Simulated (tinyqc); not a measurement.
Worked calculation: chemical vapour deposition: Grove model, boundary layer, depletion and step coverage. Computed by tinyqc, a small Python program that keeps every step. Command: `OMP_NUM_THREADS=1 python tinyqc.py 3025929 3025930 out.jsonl cvd walk`. One thread of a shared host (Intel(R) Xeon(R) Processor @ 2.30GHz), about 0.01 s of CPU time with the checks. Intermediate numbers are printed to about 6 digits and carried at full precision; extremes and crossings named in words are read from the listed rows.

A precursor diffuses to the surface and reacts there at first order; each molecule that reacts adds one formula unit of film.

Inputs (values chosen for the exercise, close to those used for silicon dioxide from an alkoxysilane):
```
quantity                                            value                unit
prefactor k0 of k_s                               2.9e+11                cm/s
activation energy E                                  1.97                  eV
temperature T                                         660                   C
total pressure p                                      760                torr
mole fraction of the precursor Y                   0.0081                   -
gas diffusivity D0 at 273.15 K and 760 torr          0.28              cm^2/s
film density N                                    2.2e+22  formula units/cm^3
precursor mass M                                      208                   u
trench width w                                      0.099                  um
aspect ratio of the trench                            4.2                   -
gas velocity U                                         17                cm/s
kinematic viscosity nu0 at 273.15 K and 760 torr     0.77              cm^2/s
susceptor length L                                     39                  cm
channel height b                                      4.5                  cm
```

Reactor: horizontal, atmospheric.

Constants: k_B = 1.380649e-23 J/K; u = 1.6605390666e-27 kg; k_B = 8.617333262e-05 eV/K.

## Gas-phase and surface constants

k_s = k0 exp(-E/(k_B T)); C_g = Y p/(k_B T), 1 torr = 133.322 Pa; D = D0 (T/273.15)^1.75 (760/p). Temperatures in kelvin are T(C) + 273.15. Mean speed c = sqrt(8 k_B T/(pi M)); reactive sticking probability beta = 4 k_s/c.

surface rate constant k_s = 6.64931 cm/s

precursor density C_g = 6.37039e+16 1/cm^3

gas diffusivity D = 2.40365 cm^2/s

mean speed c = 30819.9 cm/s

sticking probability beta = 8.62989e-04

## Boundary layer

nu = nu0 (T/273.15)^1.75 (760/p); Re = U L/nu; mean boundary layer delta = (2/3) L/sqrt(Re), at most b/2; h_g = D/delta.

Reynolds number Re = 100.302

boundary layer delta = 2.25 cm

mass-transfer coefficient h_g = 1.06829 cm/s

Caution: the boundary layer is capped at b/2, so U, L and nu no longer affect h_g.

## Growth rate at the inlet

Fluxes in series: C_s = C_g/(1 + k_s/h_g); growth rate G = k_s h_g/(k_s + h_g) C_g/N; 1 cm/s = 6e8 nm/min.

ratio k_s/h_g = 6.22426

C_s/C_g = 0.138422

growth rate G at the inlet = 1599.11 nm/min

Gas transport limits the rate, so the flow pattern sets uniformity. Caution: a growth rate above 1 um/min is far higher than usual for an oxide or nitride film.

## Depletion along the susceptor

Plug flow: U b dC/dx = -k_eff C with k_eff = k_s h_g/(k_s + h_g), so C falls as exp(-k_eff x/(U b)); the used share of the precursor is 1 - C(L)/C(0).

k_eff = 0.920413 cm/s

depletion length = 83.1148 cm

rate at the outlet over rate at the inlet = 0.625484

rate at the outlet = 1000.21 nm/min

37.5 % of the precursor is used.

## Reaction control against transport control

The formulas are those given above.

Rates:
```
T (C)   k_s (cm/s)  h_g (cm/s)  G (nm/min)  reaction limit (nm/min)  transport limit (nm/min)
460    8.32407e-03     0.74970       18.21              1.84072e+01                   1657.84
510    6.09432e-02     0.79425      117.17              1.26161e+02                   1644.22
560    3.51351e-01     0.87607      487.99              6.83696e+02                   1704.75
610    1.66115e+00     0.97014     1124.31              3.04944e+03                   1780.92
660    6.64931e+00     1.06829     1599.11              1.15524e+04                   1856.02
710    2.31140e+01     1.17046     1837.09              3.81154e+04                   1930.12
760    7.12196e+01     1.27661     1968.00              1.11759e+05                   2003.28
810    1.97790e+02     1.38669     2061.11              2.96047e+05                   2075.56
860    5.01950e+02     1.50064     2140.61              7.18156e+05                   2147.01
```

The apparent activation energy of G is 1.84 eV between the first rows and 0.08 eV between the last, against E = 1.97 eV. k_s passes h_g between 560 and 610 C, where control shifts from the surface to the gas. In the reaction limit the slope is E - k_B T, because C_g falls as 1/T; any further lowering comes from transport. The transport limit turns upwards in the rows where delta has reached its cap b/2.

## Step coverage in a trench

In a long trench of width w and depth l = aspect ratio x w: Knudsen diffusivity D_K = (2w) c/3 (hydraulic diameter 2w), combined as 1/D_e = 1/D_K + 1/D; D_e d2C/dz2 = 2 k_s C/w with D_e dC/dz = -k_s C at the floor. With m = sqrt(2 k_s/(w D_e)): C(floor)/C(top) = 1/[cosh(m l) + (k_s/(D_e m)) sinh(m l)].

Knudsen diffusivity D_K = 0.203411 cm^2/s

effective diffusivity D_e = 0.187541 cm^2/s

modulus m l = 0.111281

step coverage = 0.992383

Wall collisions limit transport in the trench; then m l = aspect ratio x sqrt(3 beta)/2, 0.1069, whatever the width. Coverage is nearly conformal. Caution: the hydraulic-diameter form of D_K is rough for a slit.

Checks made by the program: step coverage against a numerical boundary-value solution (relative difference below 1e-10).
